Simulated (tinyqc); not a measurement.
UHF in the sto-6g basis, for Be+, spin multiplicity 2, step by step. Computed by tinyqc, a small Python program that keeps every step (integrals from PySCF). Settings: charge = 1, multiplicity = 2, basis = sto-6g, energy threshold = 1e-10, iteration cap = 50, orthogonalisation = symmetric, start = core, DIIS depth = 0, method = UHF. Command: `OMP_NUM_THREADS=1 python tinyqc.py 23417 23418 out.jsonl` (the two numbers bound the seeds that draw the settings). One thread of a shared host (Intel(R) Xeon(R) Processor @ 2.60GHz), about 0.08 s of CPU time with the checks. Later iterations appear only in the table of the cycle.

## One-electron integrals

Geometry (angstrom):
```
atom         x         y         z
Be    0.000000  0.000000  0.000000
```

Basis sto-6g: exponents (1/bohr^2) and contraction coefficients of normalised primitives:
```
element  l (shell)    exponent  coefficient
Be           s (1)  312.870494     0.009164
Be           s (1)   57.364463     0.049361
Be           s (1)   16.048509     0.168538
Be           s (1)    5.513096     0.370563
Be           s (1)    2.140897     0.416492
Be           s (1)    0.881739     0.130334
Be           s (2)   13.633247    -0.013253
Be           s (2)    2.698375    -0.046992
Be           s (2)    0.838653    -0.033785
Be           s (2)    0.322660     0.250242
Be           s (2)    0.140131     0.595117
Be           s (2)    0.064233     0.240706
Be           p (3)   13.633247     0.003760
Be           p (3)    2.698375     0.037679
Be           p (3)    0.838653     0.173897
Be           p (3)    0.322660     0.418036
Be           p (3)    0.140131     0.425860
Be           p (3)    0.064233     0.101708
```

Overlap, kinetic and nuclear-attraction integrals over the contracted functions; the nuclear repulsion is the sum of Za Zb / Rab.

nuclear repulsion = 0 hartree

overlap S, order 1Be 1s, 1Be 2s, 1Be 2px, 1Be 2py, 1Be 2pz:
$$\begin{pmatrix}
1.000000 & 0.254764 & 0.000000 & 0.000000 & 0.000000 \\
0.254764 & 1.000000 & 0.000000 & 0.000000 & 0.000000 \\
0.000000 & 0.000000 & 1.000000 & 0.000000 & 0.000000 \\
0.000000 & 0.000000 & 0.000000 & 1.000000 & 0.000000 \\
0.000000 & 0.000000 & 0.000000 & 0.000000 & 1.000000
\end{pmatrix}$$

kinetic energy T (hartree), order 1Be 1s, 1Be 2s, 1Be 2px, 1Be 2py, 1Be 2pz:
$$\begin{pmatrix}
6.768753 & -0.207382 & 0.000000 & 0.000000 & 0.000000 \\
-0.207382 & 0.220121 & 0.000000 & 0.000000 & 0.000000 \\
0.000000 & 0.000000 & 0.661265 & 0.000000 & 0.000000 \\
0.000000 & 0.000000 & 0.000000 & 0.661265 & 0.000000 \\
0.000000 & 0.000000 & 0.000000 & 0.000000 & 0.661265
\end{pmatrix}$$

nuclear attraction V (hartree), order 1Be 1s, 1Be 2s, 1Be 2px, 1Be 2py, 1Be 2pz:
$$\begin{pmatrix}
-14.714791 & -1.650733 & 0.000000 & 0.000000 & 0.000000 \\
-1.650733 & -2.300087 & 0.000000 & 0.000000 & 0.000000 \\
0.000000 & 0.000000 & -2.299985 & 0.000000 & 0.000000 \\
0.000000 & 0.000000 & 0.000000 & -2.299985 & 0.000000 \\
0.000000 & 0.000000 & 0.000000 & 0.000000 & -2.299985
\end{pmatrix}$$

core Hamiltonian H = T + V (hartree), order 1Be 1s, 1Be 2s, 1Be 2px, 1Be 2py, 1Be 2pz:
$$\begin{pmatrix}
-7.946038 & -1.858116 & 0.000000 & 0.000000 & 0.000000 \\
-1.858116 & -2.079966 & 0.000000 & 0.000000 & 0.000000 \\
0.000000 & 0.000000 & -1.638720 & 0.000000 & 0.000000 \\
0.000000 & 0.000000 & 0.000000 & -1.638720 & 0.000000 \\
0.000000 & 0.000000 & 0.000000 & 0.000000 & -1.638720
\end{pmatrix}$$

## Two-electron integrals

Functions are numbered as in S; the eight-fold symmetry (ij|kl) = (ji|kl) = (kl|ij) leaves the list below.

Two-electron integrals (ij|kl) in chemists' order, unique and non-zero (hartree):
```
(11|11) 2.299996   (21|11) 0.361879   (21|21) 0.071926   (22|11) 0.570332
(22|21) 0.139654   (22|22) 0.417773   (31|31) 0.015252   (32|31) 0.022555
(32|32) 0.092340   (33|11) 0.570332   (33|21) 0.139654   (33|22) 0.417773
(33|33) 0.450117   (41|41) 0.015252   (42|41) 0.022555   (42|42) 0.092340
(43|43) 0.024258   (44|11) 0.570332   (44|21) 0.139654   (44|22) 0.417773
(44|33) 0.401601   (44|44) 0.450117   (51|51) 0.015252   (52|51) 0.022555
(52|52) 0.092340   (53|53) 0.024258   (54|54) 0.024258   (55|11) 0.570332
(55|21) 0.139654   (55|22) 0.417773   (55|33) 0.401601   (55|44) 0.401601
(55|55) 0.450117
```

## Orthogonalisation

S = U s U^T; symmetric (Loewdin) form X = U s^(-1/2) U^T, so that X^T S X = 1.

eigenvalues of S: [0.745236, 1.000000, 1.000000, 1.000000, 1.254764]

X, order 1Be 1s, 1Be 2s, 1Be 2px, 1Be 2py, 1Be 2pz:
$$\begin{pmatrix}
1.025557 & -0.132829 & 0.000000 & 0.000000 & 0.000000 \\
-0.132829 & 1.025557 & 0.000000 & 0.000000 & 0.000000 \\
0.000000 & 0.000000 & 1.000000 & 0.000000 & 0.000000 \\
0.000000 & 0.000000 & 0.000000 & 1.000000 & 0.000000 \\
0.000000 & 0.000000 & 0.000000 & 0.000000 & 1.000000
\end{pmatrix}$$

## Starting guess

The start is the orbitals of the core Hamiltonian; D(s) = C_occ C_occ^T for each spin.

D(alpha) at the start, order 1Be 1s, 1Be 2s, 1Be 2px, 1Be 2py, 1Be 2pz:
$$\begin{pmatrix}
1.069410 & -0.272447 & 0.000000 & 0.000000 & 0.000000 \\
-0.272447 & 1.069410 & 0.000000 & 0.000000 & 0.000000 \\
0.000000 & 0.000000 & 0.000000 & 0.000000 & 0.000000 \\
0.000000 & 0.000000 & 0.000000 & 0.000000 & 0.000000 \\
0.000000 & 0.000000 & 0.000000 & 0.000000 & 0.000000
\end{pmatrix}$$

D(beta) at the start, order 1Be 1s, 1Be 2s, 1Be 2px, 1Be 2py, 1Be 2pz:
$$\begin{pmatrix}
1.013912 & -0.028922 & 0.000000 & 0.000000 & 0.000000 \\
-0.028922 & 0.000825 & 0.000000 & 0.000000 & 0.000000 \\
0.000000 & 0.000000 & 0.000000 & 0.000000 & 0.000000 \\
0.000000 & 0.000000 & 0.000000 & 0.000000 & 0.000000 \\
0.000000 & 0.000000 & 0.000000 & 0.000000 & 0.000000
\end{pmatrix}$$

## Iteration 1: building the Fock matrix

J_ij = sum D_kl (ij|kl) with D = D(alpha) + D(beta), K_ij = sum D_kl (ik|jl) for each spin; F = H + J - K(s); E = tr D H + tr D J / 2 - 0.5 sum_s tr D(s) K(s) + E_nn.

Coulomb J (hartree), order 1Be 1s, 1Be 2s, 1Be 2px, 1Be 2py, 1Be 2pz:
$$\begin{pmatrix}
5.183900 & 0.860021 & 0.000000 & 0.000000 & 0.000000 \\
0.860021 & 1.551125 & 0.000000 & 0.000000 & 0.000000 \\
0.000000 & 0.000000 & 1.551126 & 0.000000 & 0.000000 \\
0.000000 & 0.000000 & 0.000000 & 1.551126 & 0.000000 \\
0.000000 & 0.000000 & 0.000000 & 0.000000 & 1.551126
\end{pmatrix}$$

exchange K(alpha) (hartree), order 1Be 1s, 1Be 2s, 1Be 2px, 1Be 2py, 1Be 2pz:
$$\begin{pmatrix}
2.339371 & 0.361363 & 0.000000 & 0.000000 & 0.000000 \\
0.361363 & 0.447593 & 0.000000 & 0.000000 & 0.000000 \\
0.000000 & 0.000000 & 0.102769 & 0.000000 & 0.000000 \\
0.000000 & 0.000000 & 0.000000 & 0.102769 & 0.000000 \\
0.000000 & 0.000000 & 0.000000 & 0.000000 & 0.102769
\end{pmatrix}$$

exchange K(beta) (hartree), order 1Be 1s, 1Be 2s, 1Be 2px, 1Be 2py, 1Be 2pz:
$$\begin{pmatrix}
2.311119 & 0.348453 & 0.000000 & 0.000000 & 0.000000 \\
0.348453 & 0.065193 & 0.000000 & 0.000000 & 0.000000 \\
0.000000 & 0.000000 & 0.014235 & 0.000000 & 0.000000 \\
0.000000 & 0.000000 & 0.000000 & 0.014235 & 0.000000 \\
0.000000 & 0.000000 & 0.000000 & 0.000000 & 0.014235
\end{pmatrix}$$

F(alpha) (hartree), order 1Be 1s, 1Be 2s, 1Be 2px, 1Be 2py, 1Be 2pz:
$$\begin{pmatrix}
-5.101509 & -1.359458 & 0.000000 & 0.000000 & 0.000000 \\
-1.359458 & -0.976434 & 0.000000 & 0.000000 & 0.000000 \\
0.000000 & 0.000000 & -0.190363 & 0.000000 & 0.000000 \\
0.000000 & 0.000000 & 0.000000 & -0.190363 & 0.000000 \\
0.000000 & 0.000000 & 0.000000 & 0.000000 & -0.190363
\end{pmatrix}$$

F(beta) (hartree), order 1Be 1s, 1Be 2s, 1Be 2px, 1Be 2py, 1Be 2pz:
$$\begin{pmatrix}
-5.073257 & -1.346548 & 0.000000 & 0.000000 & 0.000000 \\
-1.346548 & -0.594035 & 0.000000 & 0.000000 & 0.000000 \\
0.000000 & 0.000000 & -0.101829 & 0.000000 & 0.000000 \\
0.000000 & 0.000000 & 0.000000 & -0.101829 & 0.000000 \\
0.000000 & 0.000000 & 0.000000 & 0.000000 & -0.101829
\end{pmatrix}$$

total energy of this density = -14.24286519 hartree

## Iteration 1: diagonalisation and new density

Diagonalise F' = X^T F X, C = X C', fill 2 alpha and 1 beta electrons from the bottom; D(s) = C_occ C_occ^T. Each column has its largest component positive (the first on a tie).

F' = X^T F X (alpha) (hartree):
$$\begin{pmatrix}
-5.012442 & -0.625858 & 0.000000 & 0.000000 & 0.000000 \\
-0.625858 & -0.746609 & 0.000000 & 0.000000 & 0.000000 \\
0.000000 & 0.000000 & -0.190363 & 0.000000 & 0.000000 \\
0.000000 & 0.000000 & 0.000000 & -0.190363 & 0.000000 \\
0.000000 & 0.000000 & 0.000000 & 0.000000 & -0.190363
\end{pmatrix}$$

orbital energies (alpha) (hartree): MO1 -5.102368, MO2 -0.656682, MO3 -0.190363, MO4 -0.190363, MO5 -0.190363

coefficients C (alpha), order 1Be 1s, 1Be 2s, 1Be 2px, 1Be 2py, 1Be 2pz:
$$\begin{pmatrix}
0.996240 & -0.277338 & 0.000000 & 0.000000 & 0.000000 \\
0.014380 & 1.034023 & 0.000000 & 0.000000 & 0.000000 \\
0.000000 & 0.000000 & 1.000000 & 0.000000 & 0.000000 \\
0.000000 & 0.000000 & 0.000000 & 1.000000 & 0.000000 \\
0.000000 & 0.000000 & 0.000000 & 0.000000 & 1.000000
\end{pmatrix}$$

F' = X^T F X (beta) (hartree):
$$\begin{pmatrix}
-4.979498 & -0.667993 & 0.000000 & 0.000000 & 0.000000 \\
-0.667993 & -0.347432 & 0.000000 & 0.000000 & 0.000000 \\
0.000000 & 0.000000 & -0.101829 & 0.000000 & 0.000000 \\
0.000000 & 0.000000 & 0.000000 & -0.101829 & 0.000000 \\
0.000000 & 0.000000 & 0.000000 & 0.000000 & -0.101829
\end{pmatrix}$$

orbital energies (beta) (hartree): MO1 -5.073905, MO2 -0.253025, MO3 -0.101829, MO4 -0.101829, MO5 -0.101829

coefficients C (beta), order 1Be 1s, 1Be 2s, 1Be 2px, 1Be 2py, 1Be 2pz:
$$\begin{pmatrix}
0.996877 & -0.275038 & 0.000000 & 0.000000 & 0.000000 \\
0.011994 & 1.034053 & 0.000000 & 0.000000 & 0.000000 \\
0.000000 & 0.000000 & 1.000000 & 0.000000 & 0.000000 \\
0.000000 & 0.000000 & 0.000000 & 1.000000 & 0.000000 \\
0.000000 & 0.000000 & 0.000000 & 0.000000 & 1.000000
\end{pmatrix}$$

D(alpha) after iteration 1, order 1Be 1s, 1Be 2s, 1Be 2px, 1Be 2py, 1Be 2pz:
$$\begin{pmatrix}
1.069410 & -0.272447 & 0.000000 & 0.000000 & 0.000000 \\
-0.272447 & 1.069410 & 0.000000 & 0.000000 & 0.000000 \\
0.000000 & 0.000000 & 0.000000 & 0.000000 & 0.000000 \\
0.000000 & 0.000000 & 0.000000 & 0.000000 & 0.000000 \\
0.000000 & 0.000000 & 0.000000 & 0.000000 & 0.000000
\end{pmatrix}$$

D(beta) after iteration 1, order 1Be 1s, 1Be 2s, 1Be 2px, 1Be 2py, 1Be 2pz:
$$\begin{pmatrix}
0.993764 & 0.011956 & 0.000000 & 0.000000 & 0.000000 \\
0.011956 & 0.000144 & 0.000000 & 0.000000 & 0.000000 \\
0.000000 & 0.000000 & 0.000000 & 0.000000 & 0.000000 \\
0.000000 & 0.000000 & 0.000000 & 0.000000 & 0.000000 \\
0.000000 & 0.000000 & 0.000000 & 0.000000 & 0.000000
\end{pmatrix}$$

Within a degenerate level the vectors are fixed only up to a rotation; this is one choice.

## Iteration 2: building the Fock matrix

As before.

Coulomb J (hartree), order 1Be 1s, 1Be 2s, 1Be 2px, 1Be 2py, 1Be 2pz:
$$\begin{pmatrix}
5.166759 & 0.858515 & 0.000000 & 0.000000 & 0.000000 \\
0.858515 & 1.550767 & 0.000000 & 0.000000 & 0.000000 \\
0.000000 & 0.000000 & 1.550769 & 0.000000 & 0.000000 \\
0.000000 & 0.000000 & 0.000000 & 1.550769 & 0.000000 \\
0.000000 & 0.000000 & 0.000000 & 0.000000 & 1.550769
\end{pmatrix}$$

exchange K(alpha) (hartree), order 1Be 1s, 1Be 2s, 1Be 2px, 1Be 2py, 1Be 2pz:
$$\begin{pmatrix}
2.339371 & 0.361363 & 0.000000 & 0.000000 & 0.000000 \\
0.361363 & 0.447593 & 0.000000 & 0.000000 & 0.000000 \\
0.000000 & 0.000000 & 0.102769 & 0.000000 & 0.000000 \\
0.000000 & 0.000000 & 0.000000 & 0.102769 & 0.000000 \\
0.000000 & 0.000000 & 0.000000 & 0.000000 & 0.102769
\end{pmatrix}$$

exchange K(beta) (hartree), order 1Be 1s, 1Be 2s, 1Be 2px, 1Be 2py, 1Be 2pz:
$$\begin{pmatrix}
2.294317 & 0.367322 & 0.000000 & 0.000000 & 0.000000 \\
0.367322 & 0.074877 & 0.000000 & 0.000000 & 0.000000 \\
0.000000 & 0.000000 & 0.015709 & 0.000000 & 0.000000 \\
0.000000 & 0.000000 & 0.000000 & 0.015709 & 0.000000 \\
0.000000 & 0.000000 & 0.000000 & 0.000000 & 0.015709
\end{pmatrix}$$

F(alpha) (hartree), order 1Be 1s, 1Be 2s, 1Be 2px, 1Be 2py, 1Be 2pz:
$$\begin{pmatrix}
-5.118650 & -1.360964 & 0.000000 & 0.000000 & 0.000000 \\
-1.360964 & -0.976792 & 0.000000 & 0.000000 & 0.000000 \\
0.000000 & 0.000000 & -0.190721 & 0.000000 & 0.000000 \\
0.000000 & 0.000000 & 0.000000 & -0.190721 & 0.000000 \\
0.000000 & 0.000000 & 0.000000 & 0.000000 & -0.190721
\end{pmatrix}$$

F(beta) (hartree), order 1Be 1s, 1Be 2s, 1Be 2px, 1Be 2py, 1Be 2pz:
$$\begin{pmatrix}
-5.073597 & -1.366922 & 0.000000 & 0.000000 & 0.000000 \\
-1.366922 & -0.604076 & 0.000000 & 0.000000 & 0.000000 \\
0.000000 & 0.000000 & -0.103661 & 0.000000 & 0.000000 \\
0.000000 & 0.000000 & 0.000000 & -0.103661 & 0.000000 \\
0.000000 & 0.000000 & 0.000000 & 0.000000 & -0.103661
\end{pmatrix}$$

total energy of this density = -14.25116240 hartree

## Iteration 2: diagonalisation and new density

As before.

F' = X^T F X (alpha) (hartree):
$$\begin{pmatrix}
-5.030067 & -0.625084 & 0.000000 & 0.000000 & 0.000000 \\
-0.625084 & -0.746877 & 0.000000 & 0.000000 & 0.000000 \\
0.000000 & 0.000000 & -0.190721 & 0.000000 & 0.000000 \\
0.000000 & 0.000000 & 0.000000 & -0.190721 & 0.000000 \\
0.000000 & 0.000000 & 0.000000 & 0.000000 & -0.190721
\end{pmatrix}$$

orbital energies (alpha) (hartree): MO1 -5.119427, MO2 -0.657517, MO3 -0.190721, MO4 -0.190721, MO5 -0.190721

coefficients C (alpha), order 1Be 1s, 1Be 2s, 1Be 2px, 1Be 2py, 1Be 2pz:
$$\begin{pmatrix}
0.996437 & -0.276627 & 0.000000 & 0.000000 & 0.000000 \\
0.013642 & 1.034033 & 0.000000 & 0.000000 & 0.000000 \\
0.000000 & 0.000000 & 1.000000 & 0.000000 & 0.000000 \\
0.000000 & 0.000000 & 0.000000 & 1.000000 & 0.000000 \\
0.000000 & 0.000000 & 0.000000 & 0.000000 & 1.000000
\end{pmatrix}$$

F' = X^T F X (beta) (hartree):
$$\begin{pmatrix}
-4.974481 & -0.688367 & 0.000000 & 0.000000 & 0.000000 \\
-0.688367 & -0.352449 & 0.000000 & 0.000000 & 0.000000 \\
0.000000 & 0.000000 & -0.103661 & 0.000000 & 0.000000 \\
0.000000 & 0.000000 & 0.000000 & -0.103661 & 0.000000 \\
0.000000 & 0.000000 & 0.000000 & 0.000000 & -0.103661
\end{pmatrix}$$

orbital energies (beta) (hartree): MO1 -5.074823, MO2 -0.252108, MO3 -0.103661, MO4 -0.103661, MO5 -0.103661

coefficients C (beta), order 1Be 1s, 1Be 2s, 1Be 2px, 1Be 2py, 1Be 2pz:
$$\begin{pmatrix}
0.995672 & -0.279369 & 0.000000 & 0.000000 & 0.000000 \\
0.016489 & 1.033991 & 0.000000 & 0.000000 & 0.000000 \\
0.000000 & 0.000000 & 1.000000 & 0.000000 & 0.000000 \\
0.000000 & 0.000000 & 0.000000 & 1.000000 & 0.000000 \\
0.000000 & 0.000000 & 0.000000 & 0.000000 & 1.000000
\end{pmatrix}$$

D(alpha) after iteration 2, order 1Be 1s, 1Be 2s, 1Be 2px, 1Be 2py, 1Be 2pz:
$$\begin{pmatrix}
1.069410 & -0.272447 & 0.000000 & 0.000000 & 0.000000 \\
-0.272447 & 1.069410 & 0.000000 & 0.000000 & 0.000000 \\
0.000000 & 0.000000 & 0.000000 & 0.000000 & 0.000000 \\
0.000000 & 0.000000 & 0.000000 & 0.000000 & 0.000000 \\
0.000000 & 0.000000 & 0.000000 & 0.000000 & 0.000000
\end{pmatrix}$$

D(beta) after iteration 2, order 1Be 1s, 1Be 2s, 1Be 2px, 1Be 2py, 1Be 2pz:
$$\begin{pmatrix}
0.991363 & 0.016418 & 0.000000 & 0.000000 & 0.000000 \\
0.016418 & 0.000272 & 0.000000 & 0.000000 & 0.000000 \\
0.000000 & 0.000000 & 0.000000 & 0.000000 & 0.000000 \\
0.000000 & 0.000000 & 0.000000 & 0.000000 & 0.000000 \\
0.000000 & 0.000000 & 0.000000 & 0.000000 & 0.000000
\end{pmatrix}$$

Within a degenerate level the vectors are fixed only up to a rotation; this is one choice.

## Iteration 7 (converged): orbitals

converged F(alpha) (hartree), order 1Be 1s, 1Be 2s, 1Be 2px, 1Be 2py, 1Be 2pz:
$$\begin{pmatrix}
-5.121152 & -1.361199 & 0.000000 & 0.000000 & 0.000000 \\
-1.361199 & -0.976871 & 0.000000 & 0.000000 & 0.000000 \\
0.000000 & 0.000000 & -0.190800 & 0.000000 & 0.000000 \\
0.000000 & 0.000000 & 0.000000 & -0.190800 & 0.000000 \\
0.000000 & 0.000000 & 0.000000 & 0.000000 & -0.190800
\end{pmatrix}$$

converged F(beta) (hartree), order 1Be 1s, 1Be 2s, 1Be 2px, 1Be 2py, 1Be 2pz:
$$\begin{pmatrix}
-5.073523 & -1.369422 & 0.000000 & 0.000000 & 0.000000 \\
-1.369422 & -0.605423 & 0.000000 & 0.000000 & 0.000000 \\
0.000000 & 0.000000 & -0.103938 & 0.000000 & 0.000000 \\
0.000000 & 0.000000 & 0.000000 & -0.103938 & 0.000000 \\
0.000000 & 0.000000 & 0.000000 & 0.000000 & -0.103938
\end{pmatrix}$$

As before.

F' = X^T F X (alpha) (hartree):
$$\begin{pmatrix}
-5.032635 & -0.624985 & 0.000000 & 0.000000 & 0.000000 \\
-0.624985 & -0.746940 & 0.000000 & 0.000000 & 0.000000 \\
0.000000 & 0.000000 & -0.190800 & 0.000000 & 0.000000 \\
0.000000 & 0.000000 & 0.000000 & -0.190800 & 0.000000 \\
0.000000 & 0.000000 & 0.000000 & 0.000000 & -0.190800
\end{pmatrix}$$

orbital energies (alpha) (hartree): MO1 -5.121917, MO2 -0.657658, MO3 -0.190800, MO4 -0.190800, MO5 -0.190800

coefficients C (alpha), order 1Be 1s, 1Be 2s, 1Be 2px, 1Be 2py, 1Be 2pz:
$$\begin{pmatrix}
0.996465 & -0.276527 & 0.000000 & 0.000000 & 0.000000 \\
0.013539 & 1.034034 & 0.000000 & 0.000000 & 0.000000 \\
0.000000 & 0.000000 & 1.000000 & 0.000000 & 0.000000 \\
0.000000 & 0.000000 & 0.000000 & 1.000000 & 0.000000 \\
0.000000 & 0.000000 & 0.000000 & 0.000000 & 1.000000
\end{pmatrix}$$

F' = X^T F X (beta) (hartree):
$$\begin{pmatrix}
-4.973747 & -0.690866 & 0.000000 & 0.000000 & 0.000000 \\
-0.690866 & -0.353183 & 0.000000 & 0.000000 & 0.000000 \\
0.000000 & 0.000000 & -0.103938 & 0.000000 & 0.000000 \\
0.000000 & 0.000000 & 0.000000 & -0.103938 & 0.000000 \\
0.000000 & 0.000000 & 0.000000 & 0.000000 & -0.103938
\end{pmatrix}$$

orbital energies (beta) (hartree): MO1 -5.074834, MO2 -0.252096, MO3 -0.103938, MO4 -0.103938, MO5 -0.103938

coefficients C (beta), order 1Be 1s, 1Be 2s, 1Be 2px, 1Be 2py, 1Be 2pz:
$$\begin{pmatrix}
0.995521 & -0.279907 & 0.000000 & 0.000000 & 0.000000 \\
0.017048 & 1.033982 & 0.000000 & 0.000000 & 0.000000 \\
0.000000 & 0.000000 & 1.000000 & 0.000000 & 0.000000 \\
0.000000 & 0.000000 & 0.000000 & 1.000000 & 0.000000 \\
0.000000 & 0.000000 & 0.000000 & 0.000000 & 1.000000
\end{pmatrix}$$

D(alpha) after iteration 7, order 1Be 1s, 1Be 2s, 1Be 2px, 1Be 2py, 1Be 2pz:
$$\begin{pmatrix}
1.069410 & -0.272447 & 0.000000 & 0.000000 & 0.000000 \\
-0.272447 & 1.069410 & 0.000000 & 0.000000 & 0.000000 \\
0.000000 & 0.000000 & 0.000000 & 0.000000 & 0.000000 \\
0.000000 & 0.000000 & 0.000000 & 0.000000 & 0.000000 \\
0.000000 & 0.000000 & 0.000000 & 0.000000 & 0.000000
\end{pmatrix}$$

D(beta) after iteration 7, order 1Be 1s, 1Be 2s, 1Be 2px, 1Be 2py, 1Be 2pz:
$$\begin{pmatrix}
0.991062 & 0.016971 & 0.000000 & 0.000000 & 0.000000 \\
0.016971 & 0.000291 & 0.000000 & 0.000000 & 0.000000 \\
0.000000 & 0.000000 & 0.000000 & 0.000000 & 0.000000 \\
0.000000 & 0.000000 & 0.000000 & 0.000000 & 0.000000 \\
0.000000 & 0.000000 & 0.000000 & 0.000000 & 0.000000
\end{pmatrix}$$

Within a degenerate level the vectors are fixed only up to a rotation; this is one choice.

## Convergence

Stop when the energy changes by less than 1e-10 hartree and every element of the error matrix X^T (F D S - S D F) X (for each spin) is below 3e-06.

Course of the cycle:
```
iteration   E (hartree)     change  largest element of the error matrix
1          -14.24286519          -                             1.90e-01
2          -14.25116240  -8.30e-03                             2.10e-02
3          -14.25126362  -1.01e-04                             2.32e-03
4          -14.25126486  -1.24e-06                             2.56e-04
5          -14.25126487  -1.51e-08                             2.83e-05
6          -14.25126487  -1.84e-10                             3.13e-06
7          -14.25126487  -2.25e-12                             3.46e-07
```

PySCF UHF in the same basis, after a stability check = -14.25126487 hartree

Converged in 7 iterations.

## Populations

Mulliken: Z minus the diagonal of D S on the atom; Loewdin: the same with S^(1/2) D S^(1/2).

Charges (e):
```
atom  Mulliken   Loewdin  Mulliken spin
1Be   1.000000  1.000000       1.000000
```

<S^2> of the determinant (pure state: 0.75) = 0.750000
